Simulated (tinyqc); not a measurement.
# MOSFET in the linear regime without short-channel effects, parameter extraction from computed curves: extraction methods against the source plus drain resistance

Inversion charge Q = Cox n Vt W0(exp((Vg - VT)/(n Vt))), W0 the Lambert function and n = nf; u = Q/Cox; mobility mu = mu0/(1 + th1 u + th2 u^2); channel resistance Rch = (L - dL)/(W mu Q); Id = Vd/(Rch + Rsd/W). Cox = eps0 eox/tox. Small Vd, no channel-length or drain effects.

From the continuous curve Id(Vg): tangent at peak gm (V_ext = Vg - Id/gm); constant current Id = 0.1 uA W/L; peak of d2Id/dVg2; Y = Id/sqrt(gm) drawn through Vg = VT + 0.6 and VT + 0.8 V, with intercept VT_Y and slope s. Mobilities gm,max L/(W Cox Vd) and s^2 L/(W Cox Vd) with the drawn L. Last column: share of Rsd/W in the total resistance at VT + 0.8 V.

Parameters, values chosen for the exercise; channel values of the order met in silicon transistors:
- T = 300 K (temperature)
- eox = 3.9 (relative permittivity of the gate insulator (close to silicon dioxide))
- tox = 5.6 nm (insulator thickness)
- mu0 = 160 cm^2/(V s) (low-field mobility)
- th1 = 0.46 1/V (first mobility attenuation factor)
- th2 = 0 1/V^2 (second mobility attenuation factor)
- VT = 0.63 V (threshold voltage)
- nf = 1.38 (body factor)
- W = 1 um (gate width)
- L = 0.38 um (drawn gate length)
- dL = 0.007 um (drawn less effective length)
- Vd = 0.05 V (drain voltage)

Constants: q = 1.602176634e-19 C, kB = 1.380649e-23 J/K, Vt = kB T/q, eps0 = 8.8541878128e-14 F/cm where lengths are in cm. Results are converted to the units shown.

Extraction methods against the source plus drain resistance:
```
Rsd (ohm um)	V_ext (V)	constant current (V)	second derivative (V)	VT_Y (V)	mobility from gm (cm^2/(V s))	mobility from Y (cm^2/(V s))	series share (%)
0	0.634	0.630	0.620	0.676	116	145	0
50	0.634	0.630	0.620	0.676	116	145	0.691
100	0.633	0.630	0.620	0.676	115	145	1.37
200	0.632	0.630	0.619	0.676	114	145	2.71
400	0.630	0.630	0.619	0.676	112	145	5.27
800	0.627	0.630	0.618	0.676	109	145	10.0
1500	0.622	0.630	0.617	0.676	104	145	17.3
```

The model has VT = 0.63 V and mu0 = 160 cm^2/(V s). Over the table the extracted thresholds move by 12 mV (tangent), under 0.5 mV (constant current), 2.5 mV (second derivative), under 0.5 mV (Y function). The mobility from gm falls from 116 to 104 and that from Y stays near 145 cm^2/(V s). Y cancels the series resistance, which multiplies Id and sqrt(gm) by the same factor.

Computed by the program tinyqc: `OMP_NUM_THREADS=1 python tinyqc.py 2210130 2210131 out.jsonl`, one thread of a shared Intel Xeon 2.30GHz, about 0.01 s for the whole run.
